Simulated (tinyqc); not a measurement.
## Insulator thickness and V0 from two charges

Question. In an undoped wire Vg - V0 = Q/Cox + Vt ln(Q/Q0) + Vt ln(1 + Q/Q0) at the source, with Q0 = 4 eps0 eps_r Vt/R and Cox = eps0 eox/(R ln(1 + tox/R)). Find Cox, tox and V0.

Parameters, values chosen for the exercise; material values those of a made-up semiconductor:
- T = 293 K (temperature)
- eps_r = 17.2 (relative permittivity of the semiconductor)
- eox = 7.33 (relative permittivity of the gate insulator)
- R = 10 nm (wire radius)

Constants: q = 1.602176634e-19 C, kB = 1.380649e-23 J/K, Vt = kB T/q, eps0 = 8.8541878128e-14 F/cm where lengths are in cm. Results are converted to the units shown.

Qs at Vg = 0.47 and 0.87 V (nC/cm^2): 989.29066  2728.0743

Solution. The two equations are linear in 1/Cox and V0; tox follows by inverting the logarithm.

Cox = 4.95 uF/cm^2
tox = 1.40 nm
V0 = 0.173 V

Computed by the program tinyqc: `OMP_NUM_THREADS=1 python tinyqc.py 2460038 2460039 out.jsonl`, one thread of a shared Intel Xeon 2.30GHz, about 0.02 s for the whole run.
